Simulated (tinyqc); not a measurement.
Levels of description: finite square well with mass mismatch (envelope functions).

A square well of width L and depth V0, mass mw inside and mb outside, energies from the bottom of the well, c = hbar^2/2m0. k = sqrt(mw E/c), kappa = sqrt(mb (V0 - E)/c). psi and psi'/m are continuous at the walls (BenDaniel-Duke), so level n solves k L + 2 atan[(k/mw)/(kappa/mb)] = n pi.

Non-parabolic bands: mw is replaced by mw (1 + alpha_w E) and mb by mb (1 - alpha_b (V0 - E)), in k, kappa and the matching condition alike.

Constants: hbar^2/2m0 = 3.80998211 eV angstrom^2.

Values chosen for the exercise (near those of a GaAs well in AlGaAs; not measured data): L = 178 angstrom (well width); V0 = 0.219 eV (barrier height); mw = 0.066 m0 (mass in the well); mb = 0.0894 m0 (mass in the barrier); alpha_w = 0.58 1/eV (non-parabolicity in the well); alpha_b = 0.19 1/eV (non-parabolicity in the barrier).

The same well five ways. mb = mw: the barrier takes the mass of the well. psi' continuous: kappa holds mb but the condition drops the masses, k L + 2 atan(k/kappa) = n pi. The last column is measured against BenDaniel-Duke.

Levels (eV):
```
model                E1      E2      E3  E1 - E1(BDD) (meV)
infinite walls   0.0180  0.0719  0.1618                 5.8
mb = mw          0.0128  0.0508  0.1118                 0.6
BenDaniel-Duke   0.0122  0.0487  0.1084                 0.0
psi' continuous  0.0134  0.0528  0.1152                 1.2
non-parabolic    0.0122  0.0480  0.1043                 0.0
```

What can be read from this table?

Hard walls put E1 5.8 meV too high. Ignoring the mass step moves it by +0.6 meV and the wrong matching by +1.2 meV: with mb/mw = 1.35, continuity of psi'/m lets the slope outside be 1.35 times the slope inside, which acts like a softer wall. Non-parabolicity shifts E1 by 0.0 meV, the balance of a heavier mass in the well, which lowers it, and a lighter mass deep in the barrier, which hardens the wall. Among the finite wells the largest departure in E1 is that of the model 'psi' continuous'.

tinyqc: `OMP_NUM_THREADS=1 python tinyqc.py 1280253 1280254 out.jsonl`; about 0.01 s, one thread, shared Intel(R) Xeon(R) Processor @ 2.30GHz.
